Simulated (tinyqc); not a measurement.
Lattice vibrations of a chain, step by step. Computed by tinyqc, a small Python program that keeps every step. Command: `OMP_NUM_THREADS=1 python tinyqc.py 24190 24191 out.jsonl` (the two numbers bound the seeds that draw the settings). One thread of a shared host (Intel(R) Xeon(R) Processor @ 2.60GHz), about 0.01 s of CPU time with the checks.

## Dynamical matrix at q = 0.23

A chain moving along its axis:
```
atom                mass (u)  spring to the next atom (eV/angstrom^2)
1                  32.600000                                 9.100000
2                  48.600000                                23.300000
3                   5.300000                                18.100000
4                  99.400000                                20.900000
second neighbours          -                                 0.900000
```

q is in units of 2 pi/a. A spring k from atom i to atom j, n cells on, adds k to Phi_ii and Phi_jj, -k exp(2 pi i q n) to Phi_ij and the conjugate to Phi_ji (for one atom a cell: 2k (1 - cos 2 pi q n)); D_ij = Phi_ij / sqrt(m_i m_j).

D(q) (eV/(angstrom^2 u)):
```
                     1                    2                    3                    4
1             0.975460            -0.228620  -0.077051+0.067929i  -0.046016+0.364256i
2            -0.228620             0.703704            -1.451777  -0.014572+0.012847i
3  -0.077051-0.067929i            -1.451777             8.150943            -0.788583
4  -0.046016-0.364256i  -0.014572-0.012847i            -0.788583             0.410463
```

## Frequencies

omega^2 are the eigenvalues; wavenumber = 521.4708 sqrt(eigenvalue) 1/cm.

eigenvalues: 0.051618  0.484883  1.206089  8.497981

wavenumbers (1/cm): 118.5  363.1  572.7  1520.2

weights |e|^2 of the mass-weighted modes:
```
          mode 1    mode 2    mode 3    mode 4
atom 1  0.164972  0.056042  0.778953  0.000034
atom 2  0.229683  0.663835  0.073357  0.033124
atom 3  0.025262  0.014469  0.002432  0.957838
atom 4  0.580083  0.265654  0.145259  0.009004
```

## Dispersion and heat capacity

C/k_B per atom = mean over q = (j + 1/2)/80, j = 0..39 and all branches of y^2 e^y/(e^y - 1)^2, y = hc wavenumber / k_B T.

Wavenumbers (1/cm):
```
q           branch 1    branch 2    branch 3     branch 4
0.000000    0.000000  390.163729  567.179413  1520.137065
0.062500   32.996837  388.010666  567.692153  1520.138635
0.125000   65.629346  381.710353  569.114972  1520.143106
0.187500   97.494918  371.705092  571.149351  1520.149796
0.250000  128.089149  358.666256  573.418880  1520.157687
0.312500  156.665099  343.533040  575.564623  1520.165576
0.375000  181.876437  327.813138  577.297769  1520.172264
0.437500  200.899693  314.442319  578.415908  1520.176732
0.500000  208.480523  308.738800  578.801413  1520.178301
```

Heat capacity:
```
T (K)  C/k_B per atom
20           0.043594
50           0.113697
100          0.234319
200          0.452220
300          0.585797
600          0.788725
1200         0.927003
```

zero-point energy per atom = 39.816247 meV
